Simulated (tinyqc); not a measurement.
One electron in a tunnel-coupled double dot: charge qubit, sensing and quantum capacitance: one step of the calculation.

Basis (left, right), H = [[ep/2, tc], [tc, -ep/2]], splitting Om = sqrt(ep^2 + 4 tc^2), ep = al times the gate voltage. In equilibrium the electron is on the right with the chance P_R = [1 + (ep/Om) tanh(Om/2 kB T)]/2.

Task. Capacitance seen by a resonator. q^2 al^2 dP_R/d(ep) splits into Cq = q^2 al^2 (2 tc^2/Om^3) tanh(Om/2 kB T) and Ct = q^2 al^2 (ep/Om)^2/(4 kB T cosh^2(Om/2 kB T)); Ct appears only if relaxation is faster than the drive. A resonator of frequency f0, capacitance Cp and quality factor Q shifts by df = -f0 Cq/(2 Cp) and its phase by -2 Q Cq/Cp.

Inputs (values chosen for the exercise):
```
symbol  value  unit                                 meaning
tc        6.9   ueV                         tunnel coupling
T        0.21     K                    electron temperature
al       0.21  eV/V   lever arm of the gate on the detuning
Cp       0.84    pF  parasitic capacitance of the resonator
f0        305   MHz                     resonator frequency
Q          80                         loaded quality factor
ep      -18.5   ueV                                detuning
```

Constants: q = 1.602176634e-19 C, kB = 1.380649e-23 J/K, Vt = kB T/q. Results are converted to the units shown.

Wanted: Cq; Ct; df; phase shift.

Result.

Cq = 30.827 aF
Ct = 42.812 aF
df = -5.5965 kHz
phase shift = -336.43 millidegree

tinyqc, about 0.01 s, one thread, Intel Xeon 2.30GHz (shared host): `OMP_NUM_THREADS=1 python tinyqc.py 2470127 2470128 out.jsonl`
